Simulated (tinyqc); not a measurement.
# Signal and retention of a DRAM cell: effect of temperature

A stored one starts at Vd and leaks: Cs dV/dt = -I(V), I = a sqrt((V + Vb)/(Vd + Vb)) + b, with a = Ig exp[-(Eg1 q/kB)(1/T - 1/T0)] (generation in a depletion layer) and b = Is exp[-(Es q/kB)(1/T - 1/T0)]. The bit line is precharged to Vd/2, and charge sharing gives the signal (V - Vd/2) Cs/(Cs + Cb).

The cell fails below Vc = Vd/2 + dm (Cs + Cb)/Cs. With s = sqrt((Vc + Vb)/(Vd + Vb)), the time from Vd to Vc is t = [2 Cs (Vd + Vb)/a] [1 - s - (b/a) ln((a + b)/(a s + b))]. This time is the median of a log-normal spread: failing cells = Nc erfc(z/sqrt 2)/2, z = ln(t/tr)/sg.

Parameters, values chosen for the exercise:
- Vd = 1.2 V (array voltage)
- Cs = 10 fF (cell capacitance)
- Cb = 44 fF (bit-line capacitance)
- dm = 50 mV (smallest signal that the sense amplifier resolves)
- Vb = 1.39 V (built-in plus back-bias voltage of the storage junction)
- Ig = 0.53 fA (junction leakage at V = Vd and T0)
- Is = 0.15 fA (voltage-independent leakage at T0)
- Es = 0.37 eV (activation energy of Is)
- T0 = 358 K (reference temperature)
- sg = 0.98 (deviation of ln(retention time) over the cells)
- Nc = 1.72e10 (cells)
- tr = 32 ms (refresh interval)
- Eg1 = 0.54 eV (activation energy of Ig)

Constants: q = 1.602176634e-19 C, kB = 1.380649e-23 J/K. Results are converted to the units shown.

Result of one run:
```
a (fA)    b (fA)  retention time (s)  failing cells
0.85280  0.20779              3.1959          22611
```

Which temperature T gave this result: 338, 368, 378 or 398 K?

T = 368 K.

The whole series:
```
T (K)    a (fA)    b (fA)  retention time (s)  failing cells
298    0.015620  0.013408              115.72      5.3744e-7
318    0.058622  0.033182              36.715      0.0056138
338     0.18813  0.073771              12.904         7.9453
358     0.53000   0.15000              4.9805         2233.6
368     0.85280   0.20779              3.1959          22611
378      1.3381   0.28293              2.0925       1.7138e5
398      3.0781   0.50070             0.94893       4.6667e6
```

The retention time falls from 116 to 0.949 s, halving every 17.5 K at the hot end. Its apparent activation energy goes from 0.469 to 0.513 eV, between Es = 0.37 and Eg1 = 0.54 eV, as the share of a in the leakage grows from 53.8 to 86.0 %.

Range of the model: Real arrays also hold a tail of unusually leaky cells and cells whose retention varies in time, which this model lacks.

Program tinyqc, `OMP_NUM_THREADS=1 python tinyqc.py 2130107 2130108 out.jsonl`; Intel Xeon 2.30GHz, shared host, one thread, about 0.01 s.
